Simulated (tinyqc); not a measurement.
# Worked calculation: lossy interposer transmission line with skin effect

Program tinyqc, `OMP_NUM_THREADS=1 python tinyqc.py 2810224 2810225 out.jsonl`; Intel Xeon 2.30GHz, shared host, one thread, about 0.01 s. Printed values are rounded.

A uniform line in a homogeneous dielectric: c = sqrt(er)/(c0 Z0), l = Z0 sqrt(er)/c0 (c0 = 299792458 m/s), g = w c td, w = 2 pi f. The resistance joins its limits as r = sqrt(r_dc^2 + r_hf^2), with r_dc = rho/(wd th), r_hf = kr rho/(2 delta (wd + th)), delta = sqrt(rho/(pi f mu0)), mu0 = 4 pi 1e-7 H/m; this is an interpolation, and internal inductance, up to 0.05 nH/mm at low frequency, is neglected.

Values chosen for this exercise: width of the strip wd = 5.4 um; thickness of the strip th = 0.72 um; resistivity rho = 2 uohm cm; relative permittivity er = 3.9; loss tangent td = 0.005; lossless impedance sqrt(l/c) Z0 = 35 ohm; factor for crowding and the return path kr = 1.5; length len = 2.2 mm; source resistance Rg = 100 ohm; load resistance RL = 50 ohm; load capacitance CL = 0 fF; frequency f = 0.54 GHz.

## Line constants

delta, r_dc, r_hf, r, l, c and g as defined.

delta = 3.06294 um
r_dc = 5.14403 ohm/mm
r_hf = 0.800206 ohm/mm
r = 5.20590 ohm/mm
l = 0.230558 nH/mm
c = 188.210 pF/m
g = 0.00319291 S/m

r is 1.01 times r_dc; the skin depth is 4.25 of the thickness.

## Propagation constant and impedance

gamma = sqrt((r + i w l)(g + i w c)) = alpha + i beta, Zc = sqrt((r + i w l)/(g + i w c)), roots with positive real part; loss 8.685889638 alpha in dB; phase velocity w/beta.

gamma len = 0.0834674+0.0964579i
Zc = 68.9544-59.0676i ohm
loss = 0.329540 dB/mm
phase velocity over c0 = 0.258130
r/(w l) = 6.65492

r exceeds w l, so the line behaves mainly as an RC line at this frequency.

## Reflection, input impedance and transfer

ZL = 1/(1/RL + i w CL); reflection (ZL - Zc)/(ZL + Zc); Zin = Zc (ZL + Zc tanh(gamma len))/(Zc + ZL tanh(gamma len)); H = V_load/V_source = [Zin/(Zin + Rg)]/[cosh(gamma len) + (Zc/ZL) sinh(gamma len)].

ZL = 50.0000+0.0000i ohm
reflection at the load = -0.325622+0.334867i
Zin = 61.2404-2.6423i ohm
H = 0.308831-0.019110i
|H| = -10.1890 dB
